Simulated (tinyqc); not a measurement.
What moves the response: phonon-assisted absorption at an indirect gap.

alpha(E) = sum_j A_j [N_j (E - Eg + w_j)^2 + (N_j + 1)(E - Eg - w_j)^2], each bracket counted only where its base is positive; N_j = 1/(exp(w_j/kB T) - 1). The first term absorbs a phonon and the second emits one; excitons and direct transitions are left out.

Photodiode (Gaertner form with a dead layer): QE = (1 - R) exp(-alpha xj) [1 - exp(-alpha W)/(1 + alpha L)], R = ((nr - 1)/(nr + 1))^2; responsivity = QE/E in A/W for E in eV.

Constants: kB = 8.617333262e-05 eV/K.

Parameters, chosen for this exercise (loosely those of Si at room temperature; Eg is not tied to T; not measured data):

| symbol | value | unit | meaning |
|---|---|---|---|
| Eg | 1.123 | eV | indirect gap, held fixed unless listed |
| w | (58.5, 18.3) | meV | two zone-edge phonons |
| A | (2800, 610) | 1/(cm eV^2) | their strengths |
| T | 300 | K |  |
| E | 1.415 | eV | photon energy |
| nr | 3.61 |  | refractive index |
| xj | 0.24 | micrometre | dead layer at the surface |
| W | 7.7 | micrometre | depleted width |
| L | 2.1 | micrometre | minority diffusion length below it |

At the energy E.

Results for these values:

| case | alpha (1/cm) | QE |
|---|---|---|
| base | 357.5 | 0.1978 |

What happens to each result for Eg = 1.103 eV, all else kept?

Answer: alpha rises from 357.5 to 413.8; QE rises from 0.1978 to 0.2227.

The same for each parameter in turn:

| case | alpha (1/cm) | QE |
|---|---|---|
| base | 357.5 | 0.1978 |
| Eg = 1.103 eV | 413.8 | 0.2227 |
| T = 350 K | 406.9 | 0.2197 |
| W = 15.4 micrometre | 357.5 | 0.3123 |
| L = 1.05 micrometre | 357.5 | 0.1806 |
| xj = 0.48 micrometre | 357.5 | 0.1961 |
| nr = 3.79 | 357.5 | 0.1924 |

Run: tinyqc, `OMP_NUM_THREADS=1 python tinyqc.py 1652361 1652362 out.jsonl`; Intel(R) Xeon(R) Processor @ 2.30GHz, one thread, shared host; about 0.01 s of CPU time with all checks.
